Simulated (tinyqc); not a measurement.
Recursion (Haydock) method for the local density of states: impurity site of a cubic lattice: one step. The continued fraction at one energy. Two cases, with inputs chosen for the exercise.

Question. Start from the terminator and work up: G_i = 1/(z - a_i - S_i), S_i = b_(i+1)^2 G_(i+1), with T in place of G_n. The density is -Im G_0/pi.

One orbital a site at energy 0, hopping -t to the 6 nearest neighbours of a cubic lattice; the start u0 is a site in the bulk, with energy V. Recursion: a_n = <u_n|H|u_n>, b_(n+1) u_(n+1) = (H - a_n) u_n - b_n u_(n-1), b > 0. G(z) = 1/(z - a0 - b1^2/(z - a1 - b2^2/(...))), z = E + i eta. After n levels the tail is b_n^2 T with the square-root terminator T = (z - sqrt(z - 2b) sqrt(z + 2b))/(2 b^2), b = 3t so that the band edges lie at -/+ 6t.

Case 1.

Values chosen: t = 0.57 eV (hopping); E = 1.04 eV (energy); eta = 0.028 eV (broadening).

Coefficients:
```
n  a_n (eV)  b_(n+1) (eV)  b_(n+1)^2/t^2
0  0.000000     1.3962092       6.000000
1  0.000000     1.7100000       9.000000
2  0.000000     1.7517134       9.444444
3  0.000000     1.6672432       8.555556
```

Case 2.

Values chosen: t = 1.25 eV (hopping); E = -4.84 eV (energy); eta = 0.062 eV (broadening).

Coefficients:
```
n  a_n (eV)  b_(n+1) (eV)  b_(n+1)^2/t^2
0  3.100000     3.0618622       6.000000
1  0.000000     3.7500000       9.000000
2  0.000000     3.8414769       9.444444
3  0.000000     3.6562352       8.555556
4  0.000000     3.8113770       9.297021
```

Give: Levels of the fraction; local density of states.

Answer.

Case 1.

Levels of the fraction:
```
i        S_i (eV)      G_i (1/eV)
3  0.4901-1.5353i  0.2002-0.5692i
2  0.6144-1.7467i  0.1278-0.5328i
1  0.3736-1.5581i  0.2251-0.5359i
0  0.4389-1.0447i  0.3976-0.7095i
```

local density of states = 0.2258 1/eV

A direct sum over the zone gives 0.2460 1/eV at the same z; 4 levels miss it by -8.2 %.

Case 2.

Levels of the fraction:
```
i         S_i (eV)       G_i (1/eV)
4  -2.4728-2.9274i  -0.1628-0.2056i
3  -2.1763-2.7484i  -0.1777-0.1874i
2  -2.6216-2.7661i  -0.1717-0.2189i
1  -2.4147-3.0783i  -0.1540-0.1995i
0  -1.4442-1.8700i  -0.1414-0.0421i
```

local density of states = 0.0134 1/eV

A direct sum over the zone gives 0.0136 1/eV at the same z; 5 levels miss it by -1.3 %.

Computed by tinyqc, one run a case: `OMP_NUM_THREADS=1 python tinyqc.py N N+1 out.jsonl` with N = 1480455, 1480999; one thread of a shared Intel(R) Xeon(R) Processor @ 2.30GHz, about 0.08 s a run at most.
